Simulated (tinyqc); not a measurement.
# Series resistance and length offset from two lengths at two overdrives

Problem. In strong inversion R W = Rsd + k(x)(L - dL), k(x) = (1 + th1 x)/(mu0 Cox x), x the overdrive, Cox = eps0 eox/tox, with Rsd and dL independent of x. Find dL, Rsd, mu0 and th1.

Inputs (values chosen for the exercise): relative permittivity of the gate insulator (close to silicon dioxide) eox = 3.9; insulator thickness tox = 2.3 nm.

Constants: eps0 = 8.8541878128e-14 F/cm where lengths are in cm. Results are converted to the units shown.

total resistance times width (ohm um):
```
,L = 0.07 um,L = 0.54 um
overdrive 0.58 V,600.993677,4950.57601
overdrive 1.02 V,419.354117,3216.74385
```

Answer. At each overdrive R W is a straight line in L; the two lines cross at L = dL, R W = Rsd. Their slopes give k x = (1 + th1 x)/(mu0 Cox), a straight line in x.

dL = 0.0150 um
Rsd = 92.0 ohm um
mu0 = 150 cm^2/(V s)
th1 = 0.360 1/V

tinyqc, about 0.01 s, one thread, Intel Xeon 2.30GHz (shared host): `OMP_NUM_THREADS=1 python tinyqc.py 2210081 2210082 out.jsonl`
